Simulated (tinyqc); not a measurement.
# Surface potential of a MOS transistor: implicit equation and explicit approximations, step by step

tinyqc, about 0.01 s, one thread, Intel Xeon 2.30GHz (shared host): `OMP_NUM_THREADS=1 python tinyqc.py 2122020 2122021 out.jsonl` Printed values are rounded.

p-type body, charge-sheet picture, depletion and inversion only, full ionisation (an idealisation for deep acceptors), Boltzmann statistics (rough once Na exp(x - xn) passes about Nc/7). In units of Vt: xg = (Vg - Vfb)/Vt, x = psi/Vt, G = gamma/sqrt(Vt), xn = (2 phiF + Vc)/Vt. The implicit equation is (xg - x)^2 = G^2 [x - 1 + exp(x - xn)] for x above about 3. Cox = eps0 eox/tox.

Inputs (values chosen for the exercise); band and dielectric values close to those of 4H silicon carbide:
- T = 250 K (temperature)
- Eg = 3.25 eV (band gap)
- eps_r = 9.61 (relative permittivity)
- Nc = 1.29e19 cm^-3 (conduction-band density of states at T)
- Nv = 1.9e19 cm^-3 (valence-band density of states at T)
- eox = 3.9 (relative permittivity of the gate insulator (close to silicon dioxide))
- tox = 12 nm (insulator thickness)
- Na = 1.1e18 cm^-3 (acceptor density)
- Vfb = -0.39 V (flat-band voltage)
- Vc = 0.2 V (channel-body voltage)
- Vg = 7.09 V (gate-body voltage)

Constants: q = 1.602176634e-19 C, kB = 1.380649e-23 J/K, Vt = kB T/q, eps0 = 8.8541878128e-14 F/cm where lengths are in cm. Results are converted to the units shown.

Range of the model: The electron quasi-Fermi level lies less than 2 Vt below the band edge at the surface, or above it, where degeneracy and confinement, left out, matter.

## Scales

ni = sqrt(Nc Nv) exp(-Eg/(2 Vt)), Eg in volts; phiF = Vt ln(Na/ni); gamma = sqrt(2 q eps0 eps_r Na)/Cox; VT = Vfb + Vt (xn + G sqrt(xn - 1)).

phiF = 1.56779 V
gamma = 1.90314 V^0.5
G = 12.9662
xn = 154.831
VT = 6.41015 V
xg = 347.207

## Explicit approximation

Depletion value a = 1 + [sqrt(G^2/4 + xg - 1) - G/2]^2; inversion value b = xn + ln[(xg - xn)^2/G^2 - xn + 1] and first guess y = min(a, b) - ln(1 + exp(-|a - b|)) if a > xn + 1, else b = y = a; one second-order correction with D = exp(y - xn), p = 2 (xg - y) + G^2 (1 + D), w = (xg - y)^2 - G^2 (y - 1 + D): z = y + 2 w/(p + sqrt(p^2 - 2 (2 - G^2 D) w)), or the Newton step z = y + w/p where the root is not real.

a = 175.785
b = 159.025
y = 159.025
p = 11690.3
w = -2301.24
z = 158.806

The root of the implicit equation is x = 158.808; y misses it by 0.22 and z by -0.0020, in units of Vt.

## Starting value

x = a rounded to two decimals.

x at the start = 175.790

## Iteration 1: new x

D = exp(x - xn), f = (xg - x)^2 - G^2 (x - 1 + D), f' = -2 (xg - x) - G^2 (1 + D), x(new) = x - f/f'.

D = 1.26545e9
f = -2.12752e11
f' = -2.12752e11
x after iteration 1 = 174.790

## Iteration 2: new x

As before.

D = 4.65534e8
f = -7.82672e10
f' = -7.82672e10
x after iteration 2 = 173.790

## Iteration 3: new x

As before.

D = 1.71260e8
f = -2.87929e10
f' = -2.87929e10
x after iteration 3 = 172.790

## Course of the iteration

Stop when the step is below 1e-11, or after 60 iterations.

Course of the iteration:

| iteration | x before the step | step |
|---|---|---|
| 1 | 175.790 | -1.00 |
| 2 | 174.790 | -1.00 |
| 3 | 173.790 | -1.00 |
| 4 | 172.790 | -1.00 |
| 5 | 171.790 | -1.00 |
| 6 | 170.790 | -1.00 |
| 7 | 169.790 | -1.00 |
| 8 | 168.790 | -1.00 |
| 9 | 167.790 | -1.00 |
| ... | ... | ... |
| 15 | 161.813 | -0.957 |
| 16 | 160.856 | -0.880 |
| 17 | 159.976 | -0.698 |
| 18 | 159.278 | -0.379 |
| 19 | 158.899 | -0.0878 |
| 20 | 158.811 | -3.86e-3 |
| 21 | 158.808 | -7.03e-6 |
| 22 | 158.808 | -2.32e-11 |
| 23 | 158.808 | 0 |

Converged in 23 iterations. In 15 iterations the step is within 5 % of -1, the mark of an exponential that dominates f.

## Potential, charges and gate control

converged x = 158.808

psi = Vt x; N_dep = Cox Vt G sqrt(x - 1)/q; N_inv = (Cox Vt G/q) [sqrt(x - 1 + exp(x - xn)) - sqrt(x - 1)]; dpsi/dVg = 1/[1 + G^2 (1 + exp(x - xn))/(2 (xg - x))].

psi = 3.42124 V
N_dep = 6.30249e12 cm^-2
N_inv = 9.8729e11 cm^-2
dpsi/dVg = 0.0396288

psi lies 4.0 Vt above 2 phiF + Vc.
